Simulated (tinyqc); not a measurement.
# Vacuum evaporation: vapour pressure, source flux, thickness distribution, purity and step coverage, step by step

A worked calculation. Computed by tinyqc, a small Python program that keeps every step. Command: `OMP_NUM_THREADS=1 python tinyqc.py 3112681 3112682 out.jsonl evap walk`. One thread of a shared host (Intel(R) Xeon(R) Processor @ 2.30GHz), about 0.01 s of CPU time with the checks. Intermediate numbers are printed to about 5 digits and carried at full precision; extremes and crossings named in words are read from the listed rows.

Molecular flow, unit sticking of the metal, no re-evaporation. The background gas is taken as water vapour (18.015 g/mol, collision diameter 0.37 nm) at 300 K.

Inputs (values chosen for the exercise, modelled on titanium, with constants for the liquid):
```
quantity                          value    unit
molar mass M                      47.87   g/mol
film density rho                   4.51  g/cm^3
vapour-pressure constant A        11.35       -
vapour-pressure constant B        22740       K
source temperature T               1970       K
source area                         1.3    cm^2
directionality n                      3       -
source-to-wafer distance h           54      cm
wafer radius R                       15      cm
source offset from the axis s/h    0.76       -
background pressure p            0.0005      Pa
sticking of background gas          0.3       -
aspect ratio of a trench           0.63       -
```

Constants: u = 1.6605390666e-27 kg; k_B = 1.380649e-23 J/K; R = 8.314462618 J/(mol K).

## Vapour pressure and flux

log10(p_v/Pa) = A - B/T; flux from the surface Phi = p_v/sqrt(2 pi m k_B T), m = M u. Mass loss = Phi x area x m; heat of evaporation = ln(10) R B; d ln Phi/dT = ln(10) B/T^2 - 1/(2 T).

vapour pressure p_v = 0.64099 Pa

flux Phi = 5.4996e+17 1/(cm^2 s)

mass loss = 0.20459 g/h

heat of evaporation = 435.35 kJ/mol

change of flux per kelvin = 1.3238 %/K

Holding the rate to 1 % needs the temperature to about 0.76 K.

## Rate and uniformity on a fixed wafer above the source

A small source emits (n + 1) Phi area cos^n(phi)/(2 pi) per solid angle; on a parallel plane at height h and lateral distance l the arrival rate is (n + 1) Phi area/(2 pi h^2) x (1 + (l/h)^2)^(-(n + 3)/2). Growth rate = arrival rate x m/rho, m = M u. The wafer is fixed and centred above the source.

arrival rate at the centre = 1.5609e+14 1/(cm^2 s)

growth rate at the centre = 0.027511 nm/s

edge over centre = 0.80013

non-uniformity (max - min)/(max + min) = 11.103 %

share of the material that lands on the wafer, 1 - (1 + (R/h)^2)^(-(n + 1)/2) = 13.814 %

## Offset source and rotation

Rotating wafer, source offset by s and facing upwards: thickness at radius r is the mean over the angle a of (1 + (r^2 + s^2 - 2 r s cos a)/h^2)^(-(n + 3)/2), by 360 equal steps; non-uniformity (max - min)/(max + min) over 21 radii from 0 to R.

centre thickness relative to an axial source = 0.25469

edge over centre, rotating = 1.0587

non-uniformity, rotating = 2.8533 %

## Choosing the offset

The curvature at the centre vanishes at s/h = sqrt(2/(n + 3)).

Against the offset:
```
s/h  centre thickness  edge over centre  non-uniformity (%)
0.0            1.0000            0.8001              11.103
0.2            0.8890            0.8312               9.220
0.4            0.6407            0.9092               4.757
0.5            0.5120            0.9550               2.301
0.6            0.3975            0.9992               0.150
0.7            0.3023            1.0385               1.887
0.8            0.2267            1.0708               3.417
0.9            0.1686            1.0955               4.558
1.1            0.0926            1.1244               5.858
```

The best row, s/h = 0.6, has 0.15 % against 11 % on the axis, at the price of a rate lower by a factor 2.52; the small-wafer optimum is sqrt(2/(n + 3)) = 0.58.

## Scattering and purity

Mean free path lambda = k_B T_g/(sqrt2 pi d^2 p); unscattered share exp(-h/lambda); gas arrival p/sqrt(2 pi m_g k_B T_g); impurity ratio = sticking x gas arrival/metal arrival; monolayer time = 1e15 cm^-2/(sticking x gas arrival).

mean free path = 13.620 m

unscattered share = 0.96113

gas arrival rate = 1.7920e+15 1/(cm^2 s)

impurity ratio = 3.4442

monolayer time = 1.8601 s

The gas that sticks amounts to more than a tenth of the metal, although few metal atoms scatter on the way: purity, not the free path, sets the vacuum needed. Caution: more gas than metal sticks, so a compound rather than a metal film would grow.

## A trench at the wafer edge

Fixed wafer, axial point source, trench running tangentially at r = R: the beam arrives at tan(a) = R/h. Shadowed share of the floor = aspect ratio x tan(a) (at most 1); the wall facing the source grows at tan(a) times the field rate, the other wall not at all.

angle a = 15.524 degrees

shadowed share of the floor = 0.175

wall over field thickness = 0.27778

Checks made by the program: share on the wafer by quadrature (relative difference 6e-09).
